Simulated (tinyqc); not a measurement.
# Changing the hardness d/rho

Model: rigid-ion and shell models of the dielectric response of an ionic crystal. Computed by tinyqc, a small Python program. Command: `OMP_NUM_THREADS=1 python tinyqc.py 3011412 3011413 out.jsonl shell sweep`. One thread of a shared host (Intel(R) Xeon(R) Processor @ 2.30GHz), about 0.01 s of CPU time with the checks.

Charges +Z and -Z; 8 nearest neighbours, Madelung constant M = 1.762675, volume per ion pair Omega = 1.539601 d^3. Energy per pair U = -M Z^2 e2/d + 8 A exp(-d/rho), e2 = e^2/(4 pi eps_0). In the shell model the anion is a core of charge Y - Z and a massless shell of charge -Y, joined by the spring k; the repulsion acts on the shell. Each ion feels the Lorentz field E + (4 pi/3) P (Gaussian units).

Inputs (values chosen for the exercise, for a model crystal): nearest-neighbour distance d = 2.08 angstrom; ionic charge Z = 1 e; cation mass = 164 u; anion mass = 79.9 u; shell charge size Y = 3.14 e; core-shell spring k = 157 eV/angstrom^2; cation polarisability alpha_+ = 0.041 angstrom^3.

Structure: caesium chloride.

Constants: e^2/(4 pi eps_0) = 14.39964548 eV angstrom; 1 eV/angstrom^3 = 160.2176634 GPa; nu for 1 eV/(angstrom^2 u) = 15.6333042 THz; 1 THz = 33.35640952 1/cm.

Method:
- Zero pressure fixes 8 A exp(-d/rho) = M Z^2 e2 rho/d^2. Then U = -(M Z^2 e2/d)(1 - rho/d), B = M Z^2 e2 (d/rho - 2)/(9 Omega d), and the spring of one sublattice against the other is R = (1/3) x (Laplacian of the repulsion summed over neighbours) = M Z^2 e2 (d/rho - 2)/(3 d^3), so R = 3 B Omega/d^2.
- Eliminating the shell gives the anion polarisability alpha_- = Y^2 e2/(k + R), the Szigeti charge Z_S = Z - Y R/(k + R) and the softened spring R' = k R/(k + R). With b = 4 pi (alpha_+ + alpha_-)/(3 Omega): eps_inf = (1 + 2b)/(1 - b) (Clausius-Mossotti); Born charge Z* = Z_S (eps_inf + 2)/3.
- mu lambda_TO = R' - (4 pi e2/(3 Omega)) Z_S^2/(1 - b); mu lambda_LO = mu lambda_TO + 4 pi e2 Z*^2/(eps_inf Omega); eps_s = eps_inf lambda_LO/lambda_TO.
- lambda in eV/(angstrom^2 u) gives the wavenumber 15.6333042 x 33.35640952 x sqrt(lambda); mu is the reduced mass.

One run for each value; columns: (1) hardness d/rho; (2) eps_s; (3) omega_TO (1/cm); (4) share of R' left after the dipole term; (5) bulk modulus B (GPa); (6) eps_inf; (7) omega_LO (1/cm):
```
(1)      (2)    (3)     (4)    (5)    (6)    (7)
7.58   95.49   33.1  0.0426   87.5  2.149  220.4
8.53   17.80   79.1  0.2091  102.4  2.141  228.0
9.48   10.42  106.5  0.3328  117.3  2.133  235.3
10.40   7.70  127.2  0.4254  131.7  2.125  242.2
11.40   6.15  146.2  0.5050  147.4  2.117  249.3
12.30   5.30  161.2  0.5630  161.5  2.109  255.5
13.30   4.65  176.2  0.6163  177.2  2.101  262.2
14.20   4.24  188.5  0.6565  191.3  2.094  268.1
15.20   3.88  201.1  0.6944  207.0  2.086  274.4
```

Over the rows, eps_s falls from 95.5 to 3.88 (exponent d ln y / d ln x -14 between the first rows and -1.3 between the last); omega_TO (1/cm) rises from 33.1 to 201 (exponent d ln y / d ln x 7.4 between the first rows and 0.95 between the last); share of R' left after the dipole term rises from 0.0426 to 0.694 (exponent d ln y / d ln x 13 between the first rows and 0.82 between the last). Softer repulsion leaves less spring against the dipole field: omega_TO drops and eps_s climbs towards a ferroelectric instability. Left out: 6.64 (the rigid-ion TO mode is unstable).
